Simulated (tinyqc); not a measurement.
# Site energy and hopping from one surface Green function

Question. A semi-infinite chain with site energy e0 and hopping -t has g_s = 1/(E - e0 - t^2 g_s). Inside the band |g_s| = 1/t and Re g_s = (E - e0)/(2 t^2). Find t and e0.

g_s at E = -1.07 eV = -0.65000000-0.75993421i 1/eV

Answer. t = 1/|g_s|, and e0 = E - 2 t^2 Re g_s.

t = 1.00 eV
e0 = 0.230 eV

tinyqc, about 0.07 s, one thread, Intel Xeon 2.30GHz (shared host): `OMP_NUM_THREADS=1 python tinyqc.py 2680037 2680038 out.jsonl`
